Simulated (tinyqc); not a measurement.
Plane-wave Kohn-Sham cycle with exchange-only LDA in a layered model solid, step by step. One step of it, computed by the program tinyqc.

Question. Iteration 1: levels at that k. Diagonalise the Hermitian matrix.

H (hartree):
```
           -3         -2         -1         +0         +1         +2         +3
-3   4.725640  -0.345000   0.000000   0.000000   0.000000   0.000000   0.000000
-2  -0.345000   1.890361  -0.345000   0.000000   0.000000   0.000000   0.000000
-1   0.000000  -0.345000   0.189194  -0.345000   0.000000   0.000000   0.000000
+0   0.000000   0.000000  -0.345000  -0.377862  -0.345000   0.000000   0.000000
+1   0.000000   0.000000   0.000000  -0.345000   0.189194  -0.345000   0.000000
+2   0.000000   0.000000   0.000000   0.000000  -0.345000   1.890361  -0.345000
+3   0.000000   0.000000   0.000000   0.000000   0.000000  -0.345000   4.725640
```

Give: eigenvalues.

Answer.

eigenvalues (hartree): -0.6707  0.1209  0.4096  1.9169  1.9210  4.7674  4.7674
